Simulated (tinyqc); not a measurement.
Thermal, flicker and telegraph noise of a field-effect transistor: one step, computed by the program tinyqc.

Strong inversion, threshold roll-off and channel-length modulation left out; noise sources are uncorrelated and are given as one-sided spectral densities.

Task: Flicker noise. C_ox = 3.9 eps_0/t; V_c = 2 v_s L/mu; I = W C_ox v_s V_ov^2/(V_ov + V_c); g_m = W C_ox v_s V_ov (V_ov + 2 V_c)/(V_ov + V_c)^2; g_d0 = mu C_ox (W/L) V_ov. Tunnelling length lambda = hbar/(2 sqrt(2 m_ox phi)); flat-band noise S_Vfb = e^2 k_B T lambda N_t/(W L C_ox^2 f). Hooge: S_I = I^2 alpha_H/(f N), N = W L C_ox V_ov/e (the source-end density).

Inputs (values chosen for the exercise, modelled on a silicon n-channel):
```
quantity                        value         unit
width W                            69   micrometre
length L                          340           nm
electrical oxide thickness t      4.5           nm
mobility mu                       260   cm^2/(V s)
saturation velocity v_s          0.94     1e7 cm/s
overdrive V_ov                   0.48            V
oxide trap density N_t          4e+17  1/(eV cm^3)
oxide barrier phi                   3           eV
oxide mass m_ox                  0.21          m_0
Hooge parameter alpha_H       1.7e-06            -
frequency f                       300           Hz
temperature T                     200            K
```

Operating region: saturation. Flicker model: Hooge.

drain current I = 3902.476 microampere

Constants: eps_0 = 8.8541878128e-12 F/m; hbar = 1.054571817e-34 J s; m_0 = 9.1093837015e-31 kg; e = 1.602176634e-19 C; k_B = 8.617333262e-05 eV/K.

Give: tunnelling length lambda; S_Vfb; flicker S_I; flicker S_I/I^2.

Result:

tunnelling length lambda = 1.230 angstrom

S_Vfb = 5.250e-14 V^2/Hz

flicker S_I = 1.600e-19 A^2/Hz

flicker S_I/I^2 = 1.051e-14 1/Hz
